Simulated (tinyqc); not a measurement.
Via and link resistance from two via chains.

Problem. A chain of 5000 vias joined by 5000 metal links has R = 5000 (Rv + Rlink), with Rlink proportional to the link length. Find Rv, Rlink for length L, and the value of Rv that the short chain would give if the links were ignored.

resistance of chains of 5000 links with link lengths L and 3 L (ohm): [1.26e5, 1.38e5]

Answer. R per link is a straight line in the link length; its intercept at zero length is Rv.

Rv = 24.0 ohm
Rlink = 1.20 ohm
Rv without correction = 25.2 ohm

tinyqc, about 0.01 s, one thread, Intel Xeon 2.30GHz (shared host): `OMP_NUM_THREADS=1 python tinyqc.py 2750061 2750062 out.jsonl`
